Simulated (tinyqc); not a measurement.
Three-phonon processes in a diatomic chain: dispersion, energy and momentum conservation, and decay channels of optical phonons: one step, computed by the program tinyqc. Command: `OMP_NUM_THREADS=1 python tinyqc.py 3120096 3120097 out.jsonl threeph walk`. One thread of a shared host (Intel(R) Xeon(R) Processor @ 2.30GHz), about 0.05 s of CPU time with the checks.

Cell length a, two atoms, one spring constant. x = q a/pi runs from -1 to 1; A and O are the acoustic and optical branches. Matrix elements are not computed: only conservation laws and occupation factors are followed.

Task: Dispersion. omega^2 = k (1/m + 1/M) -/+ k sqrt((1/m + 1/M)^2 - 4 sin^2(pi x/2)/(m M)); nu = 15.6333042 THz x sqrt(omega^2) for eV/(angstrom^2 u).

Inputs (values chosen for the exercise, for a model chain): light mass m = 12 u; heavy mass M = 80.4 u; spring constant k = 6.2 eV/angstrom^2.

Constants: nu for 1 eV/(angstrom^2 u) = 15.6333042 THz.

Give: the table «Branches» with the columns nu_A (THz), nu_O (THz), for x = 0.10, 0.20, 0.35, 0.50, 0.65, 0.80, 0.90, 1.00.

Result:

Branches:
```
x     nu_A (THz)  nu_O (THz)
0.10      0.8971      17.013
0.20      1.7795      16.943
0.35      3.0412      16.763
0.50      4.1771      16.516
0.65      5.1197      16.249
0.80      5.7916      16.022
0.90      6.0510      15.926
1.00      6.1395      15.892
```
